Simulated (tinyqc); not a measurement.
# Impurity strength from the transmission

Problem. An infinite chain has hopping -t with t = 1 eV and site energy 0; E = -2 t cos(k) with E = 0.27 eV. One site has the energy u > 0, so T(E) = 1/[1 + u^2/(4 t^2 sin^2 k)]. Find sin^2 k and u.

T(E) = 0.93324620

Solution. sin^2 k = 1 - (E/2t)^2, and u = 2 t |sin k| sqrt(1/T(E) - 1).

sin^2 k = 0.982
u = 0.530 eV

Numbers from tinyqc (`OMP_NUM_THREADS=1 python tinyqc.py 2660122 2660123 out.jsonl`; about 0.01 s on one thread of a shared Intel Xeon 2.30GHz).
